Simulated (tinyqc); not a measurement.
# Reverse leakage of an n+-p junction: diffusion, generation, trap-assisted and band-to-band tunnelling: leakage components against the temperature

One-sided abrupt junction in the depletion approximation, x from the junction (0) to W on the p side, field F = F0 (1 - x/W). Flat quasi-Fermi levels, long p side. Traps generate through SRH with both lifetimes shortened by 1 + Gamma (Hurkx enhancement, form for moderate fields); band-to-band generation is local and needs a total bending above Eg.

Nc and Nv are given at 358 K and scale as (T/358 K)^1.5; all else is held fixed. ni = sqrt(Nc Nv) exp(-Eg/(2 Vt)), Eg in volts; Vbi = Vt ln(Na Nd/ni^2); W = sqrt(2 eps0 eps_r (Vbi + VR)/(q Na)); F0 = 2 (Vbi + VR)/W; FG = sqrt(24 mt m0 (kB T)^3)/(q hbar); J_diff = q ni^2 sqrt(Dn/tau)(1 - exp(-VR/Vt))/Na. u = (Vbi + VR)(1 - x/W)^2, p = Na exp(-u/Vt), n = Nd exp((u - Vbi - VR)/Vt); G0 = ni^2 (1 - exp(-VR/Vt))/(tau (n + p + 2 ni cosh(Et/Vt))); Gamma = 2 sqrt(3 pi)(F/FG) exp((F/FG)^2); trap-assisted part G0 Gamma; G_bb = Ab F^2.5 exp(-Bb/F) with F in V/cm, zero unless Vbi + VR > Eg, and counted as zero under 1 cm^-3 s^-1. Currents are q times the integrals over 0 to W; J_bb under 1e-8 of J is printed as 0; rows with F0/FG above 2.2, beyond the range of this Gamma, are left out.

Parameters, values chosen for the exercise; band and dielectric values close to those of germanium: band gap Eg = 0.664 eV; relative permittivity eps_r = 16.2; conduction-band density of states at the reference temperature Nc = 1.36e19 cm^-3; valence-band density of states at the reference temperature Nv = 7.93e18 cm^-3; acceptor density of the lighter side Na = 1.5e17 cm^-3; donor density of the heavier side Nd = 5e19 cm^-3; SRH lifetime of both carriers at zero field tau = 1e-9 s; trap level above the intrinsic level Et = 0 eV; tunnelling mass mt = 0.15 m0; electron diffusion coefficient on the lighter side Dn = 6.6 cm^2/s; band-to-band prefactor Ab = 3.9e14 cm^-0.5 V^-2.5 s^-1; band-to-band field constant Bb = 5.25e6 V/cm; reverse bias VR = 2 V.

Constants: q = 1.602176634e-19 C, kB = 1.380649e-23 J/K, hbar = 1.054571817e-34 J s, m0 = 9.1093837015e-31 kg, Vt = kB T/q, eps0 = 8.8541878128e-14 F/cm where lengths are in cm. Results are converted to the units shown.

Leakage components against the temperature:

| T (K) | F0 (kV/cm) | F0/FG | J_diff (A/cm^2) | J_SRH (A/cm^2) | J_TAT (A/cm^2) | J_bb (A/cm^2) | J (A/cm^2) | largest part |
|---|---|---|---|---|---|---|---|---|
| 220 | 297 | 1.66 | 1.34e-9 | 1.10e-4 | 0.00308 | 5.29e-5 | 0.00324 | trap-assisted tunnelling |
| 250 | 297 | 1.37 | 1.31e-7 | 0.00110 | 0.0150 | 5.04e-5 | 0.0161 | trap-assisted tunnelling |
| 280 | 296 | 1.15 | 5.01e-6 | 0.00687 | 0.0576 | 4.79e-5 | 0.0645 | trap-assisted tunnelling |
| 310 | 295 | 0.984 | 9.74e-5 | 0.0307 | 0.181 | 4.53e-5 | 0.212 | trap-assisted tunnelling |
| 340 | 295 | 0.855 | 0.00115 | 0.107 | 0.479 | 4.27e-5 | 0.587 | trap-assisted tunnelling |
| 370 | 294 | 0.751 | 0.00933 | 0.310 | 1.10 | 4.01e-5 | 1.42 | trap-assisted tunnelling |
| 400 | 293 | 0.666 | 0.0562 | 0.774 | 2.27 | 3.75e-5 | 3.10 | trap-assisted tunnelling |

J rises from 0.00324 to 3.10 A/cm^2. Trap-assisted tunnelling leads at T = 220 and in all other rows. Activation energies over the table: 0.740 eV for diffusion (Eg = 0.664 eV, raised by the T^3 of ni^2), 0.373 eV for SRH generation (Eg/2 + |Et| = 0.332 eV), 0.278 eV for the trap-assisted part, lower since Gamma grows on cooling; the total shows 0.253 eV at the cold end and 0.331 eV at the hot end.

Range of the model: The n+ side is degenerate, so Vbi from Boltzmann statistics is only a guide.

Program tinyqc, `OMP_NUM_THREADS=1 python tinyqc.py 2290142 2290143 out.jsonl`; Intel Xeon 2.30GHz, shared host, one thread, about 0.01 s.
